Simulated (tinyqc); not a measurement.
Range and order of the fit: effective mass of the light-hole band from tabulated energies.

c = hbar^2/2m0.
Constants: hbar^2/2m0 = 3.80998211 eV angstrom^2.

Energies along [100], from the band edge downward:

| k (1/angstrom) | E (meV) |
|---|---|
| 0.000000 | 0.00000 |
| 0.001700 | 0.40770 |
| 0.003400 | 1.62470 |
| 0.005100 | 3.63330 |
| 0.006800 | 6.40510 |
| 0.008500 | 9.90260 |
| 0.010200 | 14.08050 |
| 0.011900 | 18.88830 |
| 0.013600 | 24.27160 |

reference mass (curvature of the model at k = 0.0001 1/angstrom) = 0.026976 m0

Least-squares fits of E = a k^2 (+ b k^4 + d k^6) over points 1 to n, and the line y = c k^2/E against E; errors of m against the reference.

Results:

| n | E at point n (meV) | one term (%) | two terms (%) | three terms (%) | line (%) | rms residual, one term (meV) |
|---|---|---|---|---|---|---|
| 3 | 3.6 | 1.00 | 0.00 | -0.01 | -0.01 | 0.006 |
| 4 | 6.4 | 1.69 | 0.02 | -0.01 | -0.01 | 0.017 |
| 5 | 9.9 | 2.55 | 0.06 | 0.00 | -0.01 | 0.039 |
| 6 | 14.1 | 3.57 | 0.12 | 0.00 | -0.02 | 0.075 |
| 7 | 18.9 | 4.75 | 0.20 | 0.01 | -0.02 | 0.131 |
| 8 | 24.3 | 6.07 | 0.33 | 0.02 | -0.04 | 0.211 |

The error of the parabola goes from +1.00 to +6.07 % as the range widens, and at n = 8 its residual, 0.21 meV, is only 0.9 % of the top energy: a small residual does not vouch for the mass. Over the full range (n = 8) the best form is three terms (0.02 %); the line errs by -0.01 % at n = 3 and -0.04 % at n = 8. Without scatter, a narrower range or a second term is the cure: at n = 8 the errors are +6.07, +0.33 and +0.02 % for one, two and three terms. Three terms on three points interpolate exactly.

(tinyqc, `OMP_NUM_THREADS=1 python tinyqc.py 1850554 1850555 out.jsonl`, Intel(R) Xeon(R) Processor @ 2.30GHz, 1 thread, shared host, about 0.01 s.)
